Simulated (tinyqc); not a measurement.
# Worked calculation: tunnelling through a gate dielectric with the two-band (Franz) dispersion, WKB transmission and Tsu-Esaki current

tinyqc, about 0.02 s, one thread, Intel Xeon 2.30GHz (shared host): `OMP_NUM_THREADS=1 python tinyqc.py 2540087 2540088 out.jsonl` Printed values are rounded.

Electrons leave the emitter at x = 0. Energies E (motion across the layers) are in eV from the emitter Fermi level; the collector Fermi level lies at -V and offers states at every E. No charge in the dielectric and no image force: F1 = V/t1, U = phi1 - F1 x. With C = hbar^2/(2 m0), kappa = sqrt(m u (1 - u/Egx)/C), u = U - E where U > E and 0 elsewhere; T(E) = exp(-S), S = 2 times the integral of kappa over x.

Values chosen for this exercise; dielectric values close to those of hafnium oxide: temperature T = 300 K; Fermi energy of the emitter above its band bottom Ef = 0.17 eV; emitter mass in the supply function me = 1 m0; barrier of layer 1 above the emitter Fermi level at zero bias phi1 = 1.5 eV; tunnelling mass of layer 1 m1 = 0.21 m0; thickness of layer 1 t1 = 2 nm; gap parameter of the two-band dispersion, set freely Egx = 6.9 eV; voltage across the dielectric V = 0.8 V; energy of the electron followed E = 0.09 eV; cells in each layer nc = 6; lower end of the energy grid Ea = -0.17 eV; upper end of the energy grid Eb = 0.26 eV; points of the energy grid nE = 13.

Constants: q = 1.602176634e-19 C, kB = 1.380649e-23 J/K, hbar = 1.054571817e-34 J s, m0 = 9.1093837015e-31 kg, Vt = kB T/q, hbar^2/(2 m0) = 0.0380998212 eV nm^2. Results are converted to the units shown.

## Fields and band edges

F1 = V/t1, U = phi1 - F1 x.

F1 = 4 MV/cm
U at x = t1 = 0.7 eV

## WKB exponent by the midpoint rule

Cut each layer into nc equal cells, take U and kappa at the cell centres, and sum S = 2 sum kappa h.

| cell | x (nm) | U (eV) | kappa (1/nm) |
|---|---|---|---|
| 0 | 0.166667 | 1.433333 | 2.441871 |
| 1 | 0.500000 | 1.300000 | 2.345160 |
| 2 | 0.833333 | 1.166667 | 2.237949 |
| 3 | 1.166667 | 1.033333 | 2.118643 |
| 4 | 1.500000 | 0.900000 | 1.985065 |
| 5 | 1.833333 | 0.766667 | 1.834098 |

S = 8.641857
T(E) = 1.765587e-4

## WKB exponent in closed form

Each layer adds (2/F) sqrt(m/C) [G(u at its left edge) - G(u at its right edge)] to S, with u = U - E (0 where negative) and G(u) = Egx^1.5 (th - sin(4 th)/4)/4, th = arcsin sqrt(u/Egx). The slope follows from 1/d = -dS/dE.

S = 8.639490
T(E) = 1.769771e-4
energy d over which T(E) grows by a factor e = 0.27175 eV

The midpoint rule gives S = 8.6419, so its T(E) is 0.24 % below this value. The band edge stays above E through the whole stack: direct tunnelling through a trapezoid.

## Current density on a coarse energy grid

J = J0 times the integral of T(E) N(E) dE, N = ln[(1 + exp(-E/Vt))/(1 + exp((-E - V)/Vt))], J0 = q^2 me m0 kB T/(2 pi^2 hbar^3) (times 1e-4 for A/cm^2 per eV), by Simpson's rule on nE equally spaced points from Ea to Eb.

| point | E (eV) | T(E) | N | T(E) N |
|---|---|---|---|---|
| 0 | -0.1700000 | 7.490013e-5 | 6.577286 | 4.926396e-4 |
| 1 | -0.1341667 | 8.344207e-5 | 5.195356 | 4.335113e-4 |
| 2 | -0.0983333 | 9.324882e-5 | 3.825746 | 3.567463e-4 |
| 3 | -0.0625000 | 1.045468e-4 | 2.502991 | 2.616798e-4 |
| 4 | -0.0266667 | 1.176104e-4 | 1.336396 | 1.571742e-4 |
| 5 | 0.0091667 | 1.327737e-4 | 0.5314904 | 7.056797e-5 |
| 6 | 0.0450000 | 1.504457e-4 | 0.1616098 | 2.431350e-5 |
| 7 | 0.0808333 | 1.711298e-4 | 0.04292452 | 7.345665e-6 |
| 8 | 0.1166667 | 1.954497e-4 | 0.01090726 | 2.131820e-6 |
| 9 | 0.1525000 | 2.241829e-4 | 0.002738533 | 6.139321e-7 |
| 10 | 0.1883333 | 2.583057e-4 | 6.854731e-4 | 1.770616e-7 |
| 11 | 0.2241667 | 2.990534e-4 | 1.714465e-4 | 5.127164e-8 |
| 12 | 0.2600000 | 3.480019e-4 | 4.287291e-5 | 1.491985e-8 |

J0 = 4.183657e8 A/(cm^2 eV)
J = 23330.78 A/cm^2

The integrand peaks at E = -0.170 eV among these points. A converged quadrature from -Ef to above the barrier gives 23330 A/cm^2; this grid is within 0.01 % of that.
